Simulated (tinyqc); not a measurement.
Worked calculation: tight binding, honeycomb lattice. One step of it, computed by the program tinyqc.

Task: Levels at k. Diagonalise the Hermitian matrix.

H(k) at k (eV):
```
                     A                    B
A            -0.881310  -1.166455+1.057324i
B  -1.166455-1.057324i             0.480914
```

Give: eigenvalues; weights |c|^2 of the basis functions.

Result:

eigenvalues (eV): -1.9156  1.5152

weights |c|^2 of the basis functions:
```
   band 1  band 2
A  0.6985  0.3015
B  0.3015  0.6985
```
